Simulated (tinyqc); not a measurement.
Inside a calculation: type-II superlattice in the two-band Kane model. Values are carried at full precision from step to step, so a last printed digit may differ when a step is redone from the rounded ones.

Motion along the axis, period d = a + b, c = hbar^2/2m0. Conduction and light-hole bands couple: (E - Ec)(E - Ev) = Ep c k^2 in each layer, with mass m(E) = (E - Ev)/Ep, which may be negative. The conduction envelope psi and psi'/m(E) are continuous; a layer carries them by [[cos kt, (m/k) sin kt], [-(k/m) sin kt, cos kt]] (cosh and sinh for k^2 < 0), and cos(q d) = tr(M_B M_A)/2. C1 is the first miniband above EvB, with its bottom at tr/2 = +1 and its top at -1; the gap is the bottom of C1 less the top heavy-hole level HH1.

Constants: hbar^2/2m0 = 3.80998211 eV angstrom^2; hc = 1239.841984 eV nm.

Inputs chosen for the exercise (near those of an InAs/GaSb superlattice; not measured data):
- a = 42 angstrom (layer A)
- b = 46 angstrom (layer B)
- EcA = 0 eV (conduction edge of A)
- EvA = -0.423 eV (valence edge of A)
- EcB = 0.968 eV (conduction edge of B)
- EvB = 0.154 eV (valence edge of B)
- EpA = 14.6 eV (coupling energy in A)
- EpB = 17.8 eV (coupling energy in B)
- E = 0.249 eV (trial energy)
- mhA = 0.32 m0 (heavy hole in A)
- mhB = 0.26 m0 (heavy hole in B)

## Wave numbers and masses at one energy

Give k^2 and m(E) in both layers.

Layers:

| layer | k^2 (1/angstrom^2) | m(E) (m0) |
|---|---|---|
| A | 0.0030081 | 0.04603 |
| B | -0.0010072 | 0.00534 |

In B the decay constant is 0.0317 1/angstrom; across the gap of B it peaks at mid-gap, at 0.0494, and vanishes at both edges.

## Transfer matrices

Form M_A, M_B and half the trace of their product.

M_A (angstrom units):
```
          1         2
1  -0.66891   0.62382
2  -0.88577  -0.66891
```

M_B (angstrom units):
```
        1        2
1  2.2688  0.34249
2  12.110   2.2688
```

tr/2 = 2.1079

E lies in a gap of the coupled bands.

## Edges and effective gap

Heavy holes are uncoupled: with e = EvB - E, p = sqrt(mhB e/c), w = sqrt(mhA (EvB - EvA - e)/c), the top level HH1 at q = 0 solves (p/mhB) tan(p b/2) = (w/mhA) tanh(w a/2).

C1 is the first miniband above EvB: bottom at tr/2 = +1, top at -1. The gap is its bottom less HH1; cut-off wavelength hc/gap.

bottom of C1 = 0.2741 eV
top of C1 = 0.3162 eV
HH1 = 0.1099 eV
gap = 0.1642 eV
cut-off = 7.55 micrometre

The bulk edges overlap by 154 meV; confinement lifts the electrons by 274 meV and lowers the holes by 44 meV, which opens the gap. It is 0.39 of the smaller bulk gap.

## Electron mass along the axis

m_z = -2 c f'/d^2 with f = tr/2 differentiated at the bottom of C1 (central difference of 1e-6 eV); compare the bulk edge mass (EcA - EvA)/EpA.

f' = -46.13 1/eV
m_z = 0.0454 m0
bulk edge mass of A = 0.0290 m0

## Checks

- Bottom of C1 from the two-band matrix on a staggered grid of 0.5 angstrom against the transfer matrix, eV: both 0.274.

Run: tinyqc, `OMP_NUM_THREADS=1 python tinyqc.py 1281423 1281424 out.jsonl`; Intel(R) Xeon(R) Processor @ 2.30GHz, one thread, shared host; about 0.1 s of CPU time with all checks.
